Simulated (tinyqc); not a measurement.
Rectangular fin or nanosheet with a gate all round, subbands and threshold shift from confinement: one step of the calculation.

Undoped body with a flat potential across it, hard walls, transport along x. One isotropic valley (g = 1, mx = my = mz = me). Non-parabolicity enters the subband edges through E (1 + al E) = gamma, so E = 2 gamma/(1 + sqrt(1 + 4 al gamma)); motion within a subband is taken as parabolic with the band-edge mass. Energies are counted from the bulk band edge.

Problem. Lowest subbands. gamma = C pi^2 [a^2/(my (t + dl)^2) + b^2/(mz (H + dl)^2)], C = hbar^2/(2 m0). List the 6 lowest, labelled by quantum numbers, with degeneracy g and N_k: N_k = g sqrt(2 mx m0 kB T/(pi hbar^2)).

Inputs (values chosen for the exercise); masses close to those of In0.53Ga0.47As:
```
symbol   value  unit                                                meaning
T          300     K                                            temperature
me      0.0406    m0                                  mass at the band edge
al         1.3  1/eV                                       non-parabolicity
t           11    nm                                        width (along y)
dl           0    nm  widening of the box by penetration into the insulator
H           66    nm                                       height (along z)
```

Constants: q = 1.602176634e-19 C, kB = 1.380649e-23 J/K, hbar = 1.054571817e-34 J s, m0 = 9.1093837015e-31 kg, hbar^2/(2 m0) = 0.0380998212 eV nm^2. Results are converted to the units shown.

Find: E_k; g; N_k.

Solution.

```
subband  E_k (eV)  g  N_k (cm^-1)
1,1      0.071942  1     9.3643e5
1,2      0.077284  1     9.3643e5
1,3      0.086053  1     9.3643e5
1,4      0.098062  1     9.3643e5
1,5       0.11308  1     9.3643e5
1,6       0.13083  1     9.3643e5
```

Range of the model: Non-parabolicity also makes carriers heavier within each subband, which is left out, so densities of states are understated at high energy.

Computed by the program tinyqc: `OMP_NUM_THREADS=1 python tinyqc.py 2350035 2350036 out.jsonl`, one thread of a shared Intel Xeon 2.30GHz, about 0.09 s for the whole run.
